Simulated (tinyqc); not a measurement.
Interface states from two metals.

Question. Schottky barriers follow phi = S (pM - chi) + (1 - S) E0, S = 1/(1 + q Ds dl/(eps0 ei)). Find S, E0 and Ds.

Inputs (values chosen for the exercise); material values close to those of silicon:
- chi = 4.07 eV (electron affinity)
- dl = 0.39 nm (thickness of the interface layer)
- ei = 1.7 (its relative permittivity)

Constants: q = 1.602176634e-19 C, eps0 = 8.8541878128e-14 F/cm where lengths are in cm. Results are converted to the units shown.

phi for pM = 4.37 and 5.03 eV (eV): [0.36865430, 0.61672852]

Answer. The slope is S, and either point then gives E0.

S = 0.376
E0 = 0.410 eV
Ds = 4.00e13 cm^-2 eV^-1

Program tinyqc, `OMP_NUM_THREADS=1 python tinyqc.py 2430124 2430125 out.jsonl`; Intel Xeon 2.30GHz, shared host, one thread, about 0.01 s.
